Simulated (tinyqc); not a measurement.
Landau-Devonshire theory of a uniaxial ferroelectric: one step, computed by the program tinyqc.

G(P) = (alpha/2) P^2 + (beta*/4) P^4 + (gamma/6) P^6 - E P per volume, SI units, one domain, P along the polar axis.

Problem. A capacitor with imperfect screening. Between shorted electrodes with screening length lambda each, the depolarising field is -k P, k = 2 lambda/(eps_0 (d + 2 lambda eps_b)), so alpha turns into alpha + k. Ps^2 = [-beta* + sqrt(beta*^2 - 4 alpha gamma)]/(2 gamma). The polar state is the lowest uniform state while alpha + k < 0 (beta* > 0) or < 3 beta*^2/(16 gamma) (beta* < 0); setting the equality gives the critical thickness d_c.

Inputs (values chosen for the exercise, for a model ferroelectric):
```
quantity                          value       unit
Curie-Weiss temperature T0          760          K
gamma                          6.17e+08  J m^9/C^6
temperature T                       461          K
film thickness d                     15         nm
screening length lambda          0.0055         nm
background permittivity eps_b        20          -
```

Sample: free crystal.

alpha = -1.456130e+08 J m/C^2

beta* = 2.39e+08 J m^5/C^4

Constants: eps_0 = 8.8541878128e-12 F/m.

Give: depolarising coefficient k; polarisation of the film; size of the depolarising field; critical thickness d_c.

Solution.

depolarising coefficient k = 8.1626e+07 J m/C^2

polarisation of the film = 42.674 microcoulomb/cm^2

size of the depolarising field = 34.833 MV/m

critical thickness d_c = 8.3119 nm
